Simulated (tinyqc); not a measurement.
Thin-film resistivity, exact integral against the thick limit.

Fuchs-Sondheimer for a film of thickness d, k = d/lam: rho0/rho = 1 - (3 (1 - ps)/(2 k)) int_1^infinity (t^-3 - t^-5)(1 - exp(-k t))/(1 - ps exp(-k t)) dt; thick limit rho/rho0 = 1 + 3 (1 - ps)/(8 k).

Values chosen for this exercise; metal values close to those of copper:
```
symbol,value,unit,meaning
rho0,1.65,uohm cm,bulk resistivity
lam,40.6,nm,bulk mean free path
ps,0.1,,specular share of surface scattering
```

Result of one run:

| k | rho/rho0, exact | thick limit | error of the limit (%) | rho (uohm cm) |
|---|---|---|---|---|
| 5.172 | 1.070 | 1.065 | -0.422 | 1.765 |

Which film thickness d gave this result: 3.9, 7.6, 56, 210 or 410 nm?

d = 210 nm.

The whole series:

| d (nm) | k | rho/rho0, exact | thick limit | error of the limit (%) | rho (uohm cm) |
|---|---|---|---|---|---|
| 2 | 0.04926 | 6.897 | 7.851 | 13.8 | 11.38 |
| 3.9 | 0.09606 | 4.397 | 4.513 | 2.64 | 7.256 |
| 7.6 | 0.1872 | 2.933 | 2.803 | -4.44 | 4.840 |
| 15 | 0.3695 | 2.060 | 1.913 | -7.11 | 3.399 |
| 29 | 0.7143 | 1.569 | 1.472 | -6.13 | 2.588 |
| 56 | 1.379 | 1.291 | 1.245 | -3.56 | 2.130 |
| 110 | 2.709 | 1.140 | 1.125 | -1.38 | 1.882 |
| 210 | 5.172 | 1.070 | 1.065 | -0.422 | 1.765 |
| 410 | 10.10 | 1.035 | 1.033 | -0.112 | 1.707 |

rho/rho0 falls from 6.90 to 1.03. The error of the thick limit goes from 14 through a minimum of -7.1 (at d = 15 nm among the rows listed) to -0.11 %; it stays within 5 % for k of 1.379 and above among the rows listed. The change of sign at small k is a crossing of two different laws, not agreement.

Numbers from tinyqc (`OMP_NUM_THREADS=1 python tinyqc.py 2100008 2100009 out.jsonl`; about 0.01 s on one thread of a shared Intel Xeon 2.30GHz).
